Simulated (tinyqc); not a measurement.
## Polarisation and half-bias from two TMR values

Inverse problem. A tunnel junction has TMR = TMR0/(1 + (V/Vh)^2), TMR0 = 2 P1 P2/(1 - P1 P2). Find TMR0, Vh and P2.

Inputs (values chosen for the exercise): spin polarisation of the reference layer P1 = 0.66.

TMR at 0.1 and 0.6 V (%): [178.56445, 54.659698]

Answer. 1/TMR is linear in V^2, and P1 P2 = TMR0/(2 + TMR0).

TMR0 = 190.9 %
Vh = 0.3800 V
P2 = 0.7400

Program tinyqc, `OMP_NUM_THREADS=1 python tinyqc.py 2450105 2450106 out.jsonl`; Intel Xeon 2.30GHz, shared host, one thread, about 0.01 s.
